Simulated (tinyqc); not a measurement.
# Worked calculation: diffused layer (Gaussian), carriers, mobility and sheet resistance

Computed by the program tinyqc: `OMP_NUM_THREADS=1 python tinyqc.py 2110004 2110005 out.jsonl`, one thread of a shared Intel Xeon 2.30GHz, about 0.01 s for the whole run. Printed values are rounded.

An n-type layer from the surface x = 0 to the junction xj, N(x) = N0 exp(-(x/Ld)^2). Local neutrality (no depletion at surface or junction, no spilling of carriers), intrinsic carriers neglected, full ionisation of active dopants.

Inputs (values chosen for the exercise); values close to those of phosphorus in silicon over a p-type background: temperature T = 400 K; background doping of the opposite type Nb = 8.6e14 cm^-3; peak chemical concentration N0 = 2.6e19 cm^-3; mobility limit at high doping m1 = 70.5 cm^2/(V s); mobility limit at low doping, at 300 K m2 = 1370 cm^2/(V s); reference doping of the mobility law Nr = 9.42e16 cm^-3; exponent of the mobility law am = 0.723; temperature exponent of m2 bt = 1.9; solubility limit of active dopant Ns = 3.86e20 cm^-3; diffusion length 2 sqrt(D t) Ld = 54 nm.

Constants: q = 1.602176634e-19 C. Results are converted to the units shown.

## Junction depth and local values

xj = Ld sqrt(ln(N0/Nb)); 14 equal steps from 0 to xj. Active dopant A = min(N, Ns); n = A - Nb; mobility mu = m1 + (m2 (T/300 K)^(-bt) - m1)/(1 + ((A + Nb)/Nr)^am).

xj = 173.4457 nm

```
point    x (nm)    N (cm^-3)    A (cm^-3)  n (1e19 cm^-3)  mu (cm^2/(V s))
0        0.0000       2.6e19       2.6e19        2.599914         82.70983
1       12.3890  2.466686e19  2.466686e19        2.466600         83.17512
2       24.7780  2.106372e19  2.106372e19        2.106286         84.67791
3       37.1669  1.618964e19  1.618964e19        1.618878         87.57905
4       49.5559  1.120006e19  1.120006e19        1.119920         92.63231
5       61.9449  6.974036e18  6.974036e18        0.697318         101.2865
6       74.3339  3.908670e18  3.908670e18        0.390781         116.2741
7       86.7229  1.971763e18  1.971763e18        0.197090         142.6366
8       99.1118  8.952846e17  8.952846e17        0.089442         189.0164
9      111.5008  3.658883e17  3.658883e17        0.036503         267.3032
10     123.8898  1.345912e17  1.345912e17        0.013373         384.6414
11     136.2788  4.456212e16  4.456212e16        0.004370         524.9317
12     148.6678  1.327993e16  1.327993e16        0.001242         646.8295
13     161.0568  3.562105e15  3.562105e15        0.000270         721.7789
14     173.4457       8.6e14       8.6e14        0.000000         755.2231
```

The mobility runs from 82.7 to 755 cm^2/(V s).

## Sheet quantities by the trapezoid rule

Dose = integral of N, carrier sheet density = integral of n, 1/Rs = q integral of n mu, mean mobility 1/(q Rs sheet density), Hall mobility (unit Hall factor) = integral of n mu^2 over integral of n mu, Hall sheet density = (integral of n mu)^2/integral of n mu^2; all from 0 to xj.

dose = 1.2443e14 cm^-2
carrier sheet density = 1.2441e14 cm^-2
Rs = 550.09 ohm/square
mean mobility = 91.200 cm^2/(V s)
Hall mobility = 97.376 cm^2/(V s)
Hall sheet density = 1.1652e14 cm^-2

Carriers make up 100 % of the dose. A Hall measurement weights the mobile tail, so its sheet density is 6.3 % below the true one. With 4000 steps Rs = 550.1 ohm/square; the coarse value is within 0.01 % of it.
